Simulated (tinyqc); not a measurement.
What moves the results: Gamma, L and X subbands of a thin body with non-parabolic valleys. A value that a table varies takes the place of the one given here.

Hard walls, flat band, c = hbar^2/2m0, energies from the bulk Gamma edge. For a valley at angle theta to the normal 1/m_z = cos^2/ml + sin^2/mt and m_d = sqrt(ml mt^2/m_z). Subband n starts at E_v + e with e (1 + a e) = c (n pi/t)^2/m_z, and its density-of-states mass is taken as m_d (1 + 2 a e), without further growth at higher in-plane energy. Groups are named by valley and degeneracy.

n_i = g m/(2 pi c) kB T ln(1 + exp((EF - E_i)/kB T)), sum n_i = Ns (1e12/cm^2 = 1e-4/angstrom^2), c = hbar^2/2m0. Quantum capacitance Cq = 1602.176634 sum g m/(2 pi c) f_i in microfarad/cm^2 with f_i = 1/(1 + exp((E_i - EF)/kB T)); Cox = 34.5313/eot (one gate); C/Cox = Cq/(Cq + Cox), the centroid term left out.

Constants: hbar^2/2m0 = 3.80998211 eV angstrom^2; kB = 8.617333262e-05 eV/K.

Inputs chosen for the exercise (near those of a thin GaSb channel; not measured data):
- face = 100 (surface)
- mG = 0.0392 m0 (Gamma mass)
- aG = 1.15 1/eV (Gamma non-parabolicity)
- EL = 0.061 eV (L edge above Gamma)
- mL = (1.35, 0.1) m0 (L valleys (four, along <111>): ml, mt)
- EX = 0.349 eV (X edge above Gamma)
- mX = (1.48, 0.226) m0 (X valleys (three, along <100>): ml, mt)
- aS = 0.33 1/eV (non-parabolicity of L and X)
- Ns = 5.4 x 1e12/cm^2 (sheet density)
- T = 300 K (temperature)
- eot = 11 angstrom (equivalent oxide thickness)
- ts = (18, 24, 30, 40, 55, 75, 110) angstrom (thicknesses)
- t = 84 angstrom (body thickness)
- Nl = (0.5, 1, 2, 4, 7, 11, 16) x 1e12/cm^2 (sheet densities)

## Thinning the body

Lowest edge of each valley type, the lowest group, the Gamma share and C/Cox, with n = 1 to 8 of all groups.

Results:
```
t (angstrom)  Gamma (eV)  L (eV)  X (eV)  lowest  Gamma share (%)  C/Cox
18                 1.228   0.720   0.425      X1              0.0  0.817
24                 0.845   0.460   0.392      X1              0.0  0.889
30                 0.622   0.327   0.377      L4              0.0  0.901
40                 0.408   0.216   0.365      L4              0.0  0.899
55                 0.247   0.145   0.357      L4              0.1  0.898
75                 0.146   0.107   0.354      L4              1.0  0.899
110                0.073   0.082   0.351      G1              4.3  0.901
```

What does this show?

From 110 down to 18 angstrom Gamma rises by 1.15 eV, L by 0.64 and X by 0.07 eV, the light Gamma mass moving most. The lowest group changes from G1 to L4 between 110 and 75 angstrom. The lowest group changes from L4 to X1 between 30 and 24 angstrom. The Gamma share goes from 4 % to 0 %. C/Cox is 0.90 and 0.82 at the ends and lies between 0.82 and 0.90. Hard walls overstate the rise in the thinnest rows.

## Raising the sheet density

Fixed thickness, n = 1 to 8 of all groups; the gate overdrive above the lowest edge is (EF - E_lowest)/e + 0.1602177 Ns/Cox in volts.

Results:
```
Ns (1e12/cm^2)  EF - lowest (eV)  Gamma share (%)     Cq  C/Cox  overdrive (V)
0.5                       -0.086              1.7   3.05  0.492         -0.060
1.0                       -0.067              1.7   5.99  0.656         -0.016
2.0                       -0.048              1.7  11.58  0.787          0.054
4.0                       -0.029              1.8  21.67  0.873          0.175
7.0                       -0.011              1.9  34.49  0.917          0.346
11.0                       0.004              2.0  48.13  0.939          0.566
16.0                       0.019              2.1  61.16  0.951          0.835
```

What does this show?

The lowest subband is L4 n=1; the light Gamma level lies 22 meV above it, lifted there by confinement. At the highest density band filling takes 0.019 V of the 0.835 V overdrive. Cq grows from 3.0 to 61.2 microfarad/cm^2 while EF moves from -0.086 to +0.019 eV against the lowest edge; the Gamma share stays near 2 %.

## What each parameter does

n = 1 to 8 of all groups. Each row changes one parameter from the base and keeps the others.

Results:
```
case                  lowest edge (eV)  EF (eV)  Gamma share (%)  C/Cox
base                             0.097    0.078              1.8  0.899
t = 92 angstrom                  0.091    0.071              2.6  0.900
mG = 0.0451 m0                   0.097    0.077              3.3  0.899
aG = 0.8 1/eV                    0.097    0.078              1.5  0.899
EL = 0.111 eV                    0.120    0.126              8.2  0.899
Ns = 8.1 x 1e12/cm^2             0.097    0.091              1.9  0.925
eot = 9 angstrom                 0.097    0.078              1.8  0.879
T = 250 K                        0.097    0.086              1.6  0.911
```

What does this show?

The largest shifts from the base row, up to three for each result and ties (the steps differ in size, so this ranks the rows, not the parameters). lowest edge (eV): EL +0.022, t -0.006; unchanged at the printed digits by mG, aG, Ns, eot and T. EF (eV): EL +0.048, Ns +0.013, T +0.008; unchanged at the printed digits by aG and eot. Gamma share (%): EL +6.4, mG +1.4, t +0.8; unchanged at the printed digits by eot. C/Cox: Ns +0.026, eot -0.020, T +0.012; unchanged at the printed digits by mG, aG and EL.

Program tinyqc; command `OMP_NUM_THREADS=1 python tinyqc.py 1251988 1251989 out.jsonl`; about 0.02 s on one thread of a shared Intel(R) Xeon(R) Processor @ 2.30GHz.
